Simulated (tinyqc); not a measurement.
Temperature and isotope dependence of a band gap in oscillator models: one step. Two common fits. Two cases, with inputs chosen for the exercise.

Problem. Give the falls and the parameters.

E(T) = E0 - sum_i sl_i th_i n_i(T), n = 1/(exp(th/T) - 1). The same coupling lowers the gap at 0 K by the zero-point term ZP = sum_i sl_i th_i/2, so the gap of the static lattice is E0 + ZP. Thermal expansion is taken as part of the slopes.

Two-parameter forms are made to pass through the falls at the two temperatures T12: Varshni aV T^2/(T + bV), from the line T^2/fall = (T + bV)/aV; one oscillator s1 t1/(exp(t1/T) - 1), with t1 from the ratio of the falls.

Give: falls; aV; bV; t1; s1; ZP of the one-oscillator fit.

Case 1.

Values chosen (near those of InP; shifted at random, so the results belong to these values and not to a real crystal):
- E0 = 1.429 eV (gap at 0 K)
- th = (111, 389) K (temperatures of two oscillators)
- sl = (0.0629, 0.3301) meV/K (their high-temperature slopes)
- T12 = (220, 540) K (temperatures of the fits)

Solution.

falls (meV): 37.0599  152.2868

aV = 0.5256 meV/K
bV = 466 K
t1 = 326.8 K
s1 = 0.3875 meV/K
ZP of the one-oscillator fit = 63.3 meV

The limiting slope of the model is 0.3930 meV/K; Varshni puts it +34 % off and one oscillator -1 %. The ZP of the fit differs from the true one by -4.4 meV.

Case 2.

Values chosen (near those of InP; shifted at random, so the results belong to these values and not to a real crystal):
- E0 = 1.423 eV (gap at 0 K)
- th = (107, 324) K (temperatures of two oscillators)
- sl = (0.1648, 0.2472) meV/K (their high-temperature slopes)
- T12 = (170, 400) K (temperatures of the fits)

Solution.

falls (meV): 34.1072  121.6775

aV = 0.4918 meV/K
bV = 247 K
t1 = 214.5 K
s1 = 0.4025 meV/K
ZP of the one-oscillator fit = 43.2 meV

The limiting slope of the model is 0.4120 meV/K; Varshni puts it +19 % off and one oscillator -2 %. The ZP of the fit differs from the true one by -5.7 meV.

Computed by tinyqc, one run a case: `OMP_NUM_THREADS=1 python tinyqc.py N N+1 out.jsonl` with N = 1850614, 1850636; one thread of a shared Intel(R) Xeon(R) Processor @ 2.30GHz, about 0.01 s a run at most.
